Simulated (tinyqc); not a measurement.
Admittance spectroscopy and thermally stimulated current of one trap level in a depletion layer. From one set of inputs to another, one input at a time. Computed by tinyqc, a small Python program. Command: `OMP_NUM_THREADS=1 python tinyqc.py 3112459 3112460 out.jsonl admit ladder`. One thread of a shared host (Intel(R) Xeon(R) Processor @ 2.30GHz), about 0.01 s of CPU time with the checks.

A Schottky junction on n-type material holds one donor-like electron trap; shallow donors are fully ionised and abrupt depletion edges are assumed.

The inputs printed are set A. Set A is modelled on n-type GaN; the values taken over come from a set modelled on n-type silicon. Inputs not listed in the table keep their values of set A, so the rows need not describe a real material.

Inputs (values chosen for the exercise, modelled on n-type GaN):
```
quantity                         value    unit
dielectric constant eps           9.62       -
density-of-states mass m         0.199     m_0
shallow doping N               1.6e+16  1/cm^3
trap density N_t               3.3e+15  1/cm^3
trap depth E_t below the band    0.152      eV
capture cross section sigma    4.2e-15    cm^2
band bending V_b                   1.2       V
test frequency f                 20000      Hz
heating rate beta                 0.22     K/s
```

Constants: k_B = 1.380649e-23 J/K; m_0 = 9.1093837015e-31 kg; h = 6.62607015e-34 J s; k_B = 8.617333262e-05 eV/K; eps_0 = 8.8541878128e-12 F/m; e = 1.602176634e-19 C.

Method:
- N_c = 2 (2 pi m k_B T/h^2)^(3/2), v_th = sqrt(3 k_B T/m), emission rate e_n = sigma v_th N_c exp(-E_t/(k_B T)).
- Where the level crosses the Fermi level capture equals emission, so the trap follows the signal with the rate 2 e_n; G/omega peaks at omega = 2 e_n (the correction for large N_t/N is left out).
- Solve 2 e_n(T_p) = 2 pi f.
- With E_c - E_F = k_B T_p ln(N_c/N): lambda = sqrt(2 eps eps_0 (E_t - (E_c - E_F))/(e^2 N)); traps are empty and charged for x < x_t = w - lambda, and V_b = e (N w^2 + N_t x_t^2)/(2 eps eps_0). High frequency: C_hf = eps eps_0/w. Low frequency: C_lf = eps eps_0 (N + N_t)/(N w + N_t x_t).
- Thermally stimulated current without retrapping: filled share n(T) = exp(-(1/beta) int e_n dT), current proportional to e_n n; the peak obeys beta (E_t/(k_B T^2) + 2/T) = e_n(T). The integral starts at 0.5 T_m and uses 4000 trapezoid steps to 1.2 T_m.
- Chen's first-order estimate from the full width W = T_2 - T_1 between the half-height points: E = 2.52 k_B T_m^2/W - 2 k_B T_m.

Each row keeps all changes above it:
```
input moved                            from       to  peak temperature T_p (K)  step (C_lf - C_hf)/C_hf  peak temperature T_m (K)
set A                                     -        -                    130.54                  0.05744                     68.64
density-of-states mass m (m_0)        0.199      1.1                    117.50                  0.05184                     64.88
capture cross section sigma (cm^2)  4.2e-15  9.2e-15                    112.31                  0.05282                     63.29
trap density N_t (1/cm^3)           3.3e+15  8.5e+15                    112.31                  0.12160                     63.29
heating rate beta (K/s)                0.22     0.12                    112.31                  0.12160                     62.10
trap depth E_t below the band (eV)    0.152    0.418                    277.01                  0.19983                    156.06
shallow doping N (1/cm^3)           1.6e+16  9.4e+16                    277.01                  0.04255                    156.06
band bending V_b (V)                    1.2      1.1                    277.01                  0.04448                    156.06
```

Peak temperature T_p goes from 131 to 277, a factor 2.12 in all. The largest single move comes from trap depth E_t below the band (a factor 2.47), and density-of-states mass m works against it (a factor 0.900). Step (C_lf - C_hf)/C_hf goes from 0.0574 to 0.0445, a factor 0.774 in all. The largest single move comes from shallow doping N (a factor 0.213), and trap density N_t works against it (a factor 2.30). Peak temperature T_m goes from 68.6 to 156, a factor 2.27 in all. The largest single move comes from trap depth E_t below the band (a factor 2.51). The single moves hold for this order of the switches; the total does not depend on the order.

Caution (rows trap density N_t, heating rate beta, trap depth E_t below the band): N_t/N is not small, so the peak moves away from omega = 2 e_n.

Extremes, crossings and ranges named in words are read from the listed rows.
